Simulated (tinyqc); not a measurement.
Along the crystal: crystal pulling from the melt: segregation, interface stability, heat balance and point-defect regime. Computed by tinyqc, a small Python program. Command: `OMP_NUM_THREADS=1 python tinyqc.py 3031040 3031041 out.jsonl pull walk`. One thread of a shared host (Intel(R) Xeon(R) Processor @ 2.30GHz), about 0.01 s of CPU time with the checks.

A dilute solute; steady pulling with a flat interface unless it is found unstable.

Inputs (values chosen for the exercise, for a model semiconductor):
```
quantity                         value          unit
equilibrium coefficient k0      0.0021             -
initial melt concentration C0  2.5e+20        1/cm^3
diffusivity in the melt D      0.00022        cm^2/s
kinematic viscosity nu          0.0038        cm^2/s
crystal rotation                     8           rpm
pull rate V                       0.74        mm/min
gradient in the melt G_L            18          K/cm
solid conductivity k_S            20.1       W/(m K)
melt conductivity k_L             61.3       W/(m K)
latent heat per volume L          4070        J/cm^3
melting point T_m                 1685             K
interface energy gamma             0.4         J/m^2
frozen fraction g                 0.83             -
critical ratio xi_c               0.15  mm^2/(min K)
```

Loss from the melt surface: none.

Constants: k_B = 1.380649e-23 J/K.

Method:
- delta = 1.61 D^(1/3) nu^(1/6) omega^(-1/2), omega = 2 pi rpm/60; k_eff = k0/[k0 + (1 - k0) exp(-V delta/D)] (Burton, Prim and Slichter); the melt at the interface is enriched by k_eff/k0.
- Axial profile: C_s = k_eff C0 (1 - g)^(k_eff - 1); bulk melt C_L = C_s/k_eff. Usable fraction: the g at which C_s has changed by 30 % from its first value (0.99 at most).
- k_S G_S = k_L G_L + L V; the largest rate for this G_S, with G_L = 0, is k_S G_S/L. Voronkov: the crystal grows vacancy-rich if V/G_S > xi_c and interstitial-rich if below; at fixed G_L the neutral rate solves V = xi_c G_S(V).
- Liquidus slope per concentration (van 't Hoff): |m| = k_B T_m^2 (1 - k0)/L. Solute gradient at the interface: G_C = (V/D) C_s (1 - k0)/k0. Constitutional supercooling sets in when |m| G_C > G_L. Critical C_s from the equality.
- Mullins-Sekerka for a thick solute layer: a ripple of wave number w grows if S(w) = -Gam w^2 - G* + |m| G_C (w* - V/D)/(w* - (1 - k0) V/D) > 0, Gam = gamma T_m/L, G* = (k_S G_S + k_L G_L)/(k_S + k_L), w* = V/(2D) + sqrt((V/(2D))^2 + w^2).
- The critical C_s is that at which the maximum of S over w is zero.

k_eff = 0.00265525

critical C_s = 7.03026e+17 1/cm^3

critical C_s, Mullins-Sekerka = 1.30080e+18 1/cm^3

Axial profile:
```
g     C_s (1/cm^3)  C_s/C_s(0)  the same for k0, no loss  C_s over constitutional limit  C_s over Mullins-Sekerka limit
0.00    6.6381e+17       1.000                     1.000                          0.944                           0.510
0.20    8.2928e+17       1.249                     1.249                          1.180                           0.638
0.40    1.1049e+18       1.664                     1.665                          1.572                           0.849
0.60    1.6555e+18       2.494                     2.495                          2.355                           1.273
0.75    2.6455e+18       3.985                     3.988                          3.763                           2.034
0.85    4.4032e+18       6.633                     6.640                          6.263                           3.385
0.92    8.2422e+18      12.416                    12.434                         11.724                           6.336
0.97    2.1922e+19      33.024                    33.089                         31.182                          16.853
```

What does the comparison show, and why?

C_s changes by a factor 33.0 up to g = 0.97, against 33.1 for k0 without loss. The constitutional limit is passed from g = 0.2 on, the full limit from g = 0.6 on: from there on the crystal breaks down unless V is cut. Caution: the onset wavelength exceeds the stirred boundary layer, so flow cuts off the solute field assumed in this theory.

Extremes, crossings and ranges named in words are read from the listed rows.
